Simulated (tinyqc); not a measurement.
Inside a calculation. Model: Haynes-Shockley experiment: drift, diffusion and decay of a minority-carrier pulse. Computed by tinyqc, a small Python program that keeps every step. Command: `OMP_NUM_THREADS=1 python tinyqc.py 3113227 3113228 out.jsonl haynes walk`. One thread of a shared host (Intel(R) Xeon(R) Processor @ 2.30GHz), about 0.01 s of CPU time with the checks. Intermediate numbers are printed to about 6 digits and carried at full precision; extremes and crossings named in words are read from the listed rows.

A thin sheet of excess carriers is made at x = 0, t = 0 in a long uniform bar; injection is low, so the pulse moves with the minority mobility.

Inputs (values chosen for the exercise, modelled on holes in n-type germanium in a lightly doped bar):
```
quantity,value,unit
minority mobility mu,2110,cm^2/(V s)
lifetime tau,240,microsecond
temperature T,300,K
field F,37,V/cm
distance d to the collector,0.51,cm
second distance d2,0.94,cm
injected sheet density N0,4.4e+10,1/cm^2
```

Constants: k_B = 8.617333262e-05 eV/K.

## Transport coefficients

D = mu k_B T/e, v = mu F. Transit time d/v, diffusion length sqrt(D tau), drift length v tau, Peclet number v d/D = e F d/(k_B T).

D = 54.5477 cm^2/s

drift velocity v = 78070 cm/s

transit time d/v = 6.53260 microsecond

diffusion length = 1144.18 micrometre

drift length v tau = 18.7368 cm

Peclet number = 729.924

The pulse must travel 0.0272 drift lengths.

## The signal at the collector

dn(x, t) = N0/sqrt(4 pi D t) exp(-(x - v t)^2/(4 D t) - t/tau). At fixed x the signal peaks where d ln(dn)/dt = 0: a t^2 + t/2 - x^2/(4 D) = 0 with a = v^2/(4 D) + 1/tau. The full width at half maximum is found by solving dn(x, t) = peak/2 on both sides of the peak.

time of the peak t_p = 6.52317 microsecond

peak density = 6.40119e+11 1/cm^3

width at half maximum = 0.804419 microsecond

The peak comes 0.14 % before d/v, since spreading and recombination both weaken the later part of the pulse.

## Shape in time

Times are 0.7, 0.8, 0.9, 0.95, 1, 1.05, 1.1, 1.2 and 1.4 t_p.

Signal at d:
```
t/t_p,t (microsecond),dn (1/cm^3),dn/peak
0.70,4.56622,4.11611e+01,6.43023e-11
0.80,5.21854,6.96679e+07,1.08836e-04
0.90,5.87085,8.42540e+10,1.31622e-01
0.95,6.19701,3.95992e+11,6.18622e-01
1.00,6.52317,6.40119e+11,1.00000e+00
1.05,6.84933,4.14533e+11,6.47587e-01
1.10,7.17549,1.21837e+11,1.90335e-01
1.20,7.82780,1.46082e+09,2.28211e-03
1.40,9.13244,5.62033e+02,8.78013e-10
```

At 0.9 and 1.1 t_p the signal is 0.132 and 0.190 of its peak: the trailing side is the wider one.

## Simple reading of the pulse

With w the full width at half maximum: mu = d/(F t_p); D = (w d)^2/(16 ln2 t_p^3); Einstein ratio D/mu against k_B T/e.

apparent mobility = 2113.05 cm^2/(V s)

apparent D = 54.6744 cm^2/s

apparent D/mu = 25.8746 mV

error of mu = 0.144552 %

error of D = 0.232248 %

The true k_B T/e is 25.85 mV.

## Two distances

Differences remove part of the bias: mu = (d2 - d)/(F (t_p2 - t_p)). The time-integrated signal is A(x) = (N0/u) exp(x (v - u)/(2 D)), u = sqrt(v^2 + 4 D/tau); the simple lifetime is tau = (t_p2 - t_p)/ln(A(d)/A(d2)).

t_p2 = 12.0306 microsecond

mobility from two distances = 2110.16 cm^2/(V s)

area ratio A(d)/A(d2) = 1.02321

lifetime from areas = 239.991 microsecond

Errors: mobility +0.01 % (one distance +0.14 %), lifetime 0.00 %.

## How the errors depend on the field

With w that width: mu = d/(F t_p); D = (w d)^2/(16 ln2 t_p^3). The field is scaled by the factors listed.

Errors of the simple reading:
```
factor,F (V/cm),v d/D,v^2 tau/(4 D),error of mu (%),error of D (%)
0.5,18.5,364.96,1676,0.304204,0.465001
0.7,25.9,510.95,3285,0.211126,0.331944
1.0,37.0,729.92,6704,0.144552,0.232248
1.5,55.5,1094.89,15084,0.094690,0.154771
2.5,92.5,1824.81,41901,0.056009,0.092832
4.0,148.0,2919.70,107266,0.034722,0.058009
7.0,259.0,5109.47,328503,0.019726,0.033144
```

The error of mu falls from 0.304 to 0.0197 %. For large v d/D it is about D/(v d) + 2 D/(v^2 tau), here 0.0197 % in the last row: one part from spreading, one from recombination.

Checks made by the program: area of the signal against its closed form (relative difference below 1e-10).
